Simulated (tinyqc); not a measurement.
Worked calculation: quantum-confined Stark effect in a modulator well. Values are carried at full precision from step to step, so a last printed digit may differ when a step is redone from the rounded ones.

Constants: hbar^2/2m0 = 3.80998211 eV angstrom^2; e^2/(4 pi eps0) = 14.39964547 eV angstrom; hc = 1239.841984 eV nm.

Values chosen for the exercise (near those of an InGaAsP well in InP; not measured data):
```
symbol  value   unit      meaning
L       114     angstrom  well width
me      0.0501  m0        electron, well
mh      0.371   m0        heavy hole along z, well
F       92      kV/cm     field
Vc      0.181   eV        conduction offset
Vv      0.303   eV        heavy-hole offset
meb     0.0786  m0        electron, barrier
mhb     0.479   m0        heavy hole, barrier
Eg      0.87    eV        gap of the well
mp      0.112   m0        heavy hole in the plane
eps     13.3              dielectric constant
dE      25      meV       operating point below the zero-field line
G       8       meV       half width of the exciton line
```

## Estimate for hard walls

Second order: each level moves by -C m (e F)^2 L^4/(2c), C = (15/pi^2 - 1)/(24 pi^2), c = hbar^2/2m0, 1 kV/cm = 1e-5 eV/angstrom. It holds while e F L is no more than about twice 3 c pi^2/(m L^2).

Estimate:
```
carrier     shift (meV)  e F L over the level spacing
electron          -2.06                          0.61
heavy hole       -15.27                          4.48
```

The hole, 7.4 times heavier, carries 88 % of the estimated shift; for it the ratio exceeds 3, so second order overstates its shift, by 13 % at a ratio of 3 and 60 % at 8.

## Levels and envelopes

Envelopes on cells of 0.5 angstrom over the well |z| < L/2 and 45 angstrom of barrier on each side, psi = 0 beyond, psi'/m continuous (mean mass between points), c = hbar^2/2m0. The electron sees + e F z and the hole - e F z, each with its offset in the barriers; 1 kV/cm = 1e-5 eV/angstrom. Light holes, band mixing and escape by tunnelling are left out.

Ground levels, squared overlap and separation <z>_h - <z>_e without and with the field.

Results:
```
F (kV/cm)  E_e (meV)  E_h (meV)  overlap^2  separation (angstrom)
0              27.66       6.26      0.947                    0.0
92             18.96     -10.54      0.328                   47.1
```

The electron level moves by -8.70 meV (4.2 times the hard-wall estimate, since it leaks into the barriers and sees a wider well) and the hole level by -16.80 meV (1.10 times). For the hole, saturation lowers the shift and leakage raises it, so a ratio near 1 is a coincidence.

## Exciton

Exciton: in-plane function exp(-rho/lam), 1/mu = 1/me + 1/mp, E(lam) = c/(mu lam^2) - (q/eps) times the integral over k of Fm(k)(1 + (k lam/2)^2)^(-3/2), Fm(k) the double integral of psi_e^2 psi_h^2 exp(-k |z - z'|), q = e^2/(4 pi eps0); binding Eb = -E at the minimum. Line at Eg + E_e + E_h - Eb, strength proportional to overlap^2/lam^2.

Minimise over lam without and with the field.

Results:
```
F (kV/cm)  lam (angstrom)  Eb (meV)  line (eV)      nm  overlap^2/lam^2 (1e-4/angstrom^2)
0                   163.4      6.15     0.8978  1381.0                             0.3550
92                  192.7      5.03     0.8734  1419.6                             0.0884
```

The weaker binding gives back 1.12 meV of the red shift, leaving 24.4 meV; the strength falls to 25 %.

## Contrast at the operating point

With a Gaussian line of half width G, the absorption at E_op = line(0) - dE is proportional to strength x exp(-ln2 ((E_op - line)/G)^2); continuum absorption is left out. Give it at both fields, relative to the zero-field peak.

E_op = 0.8728 eV
wavelength = 1420.6 nm

absorption without and with the field: 0.0011  0.25

The field changes the absorption by +0.25 of the zero-field peak. With dE above 2G the Gaussian tail at zero field is weak; real tails fall only exponentially and absorb more.

## Checks

- Zero-field levels against the matching condition of the square well, meV: largest difference 1.8e-01.
- Slope d(E_e + E_h)/dF against minus the separation (Hellmann-Feynman), angstrom: both -47.1.

tinyqc: `OMP_NUM_THREADS=1 python tinyqc.py 1282691 1282692 out.jsonl`; about 0.1 s, one thread, shared Intel(R) Xeon(R) Processor @ 2.30GHz.
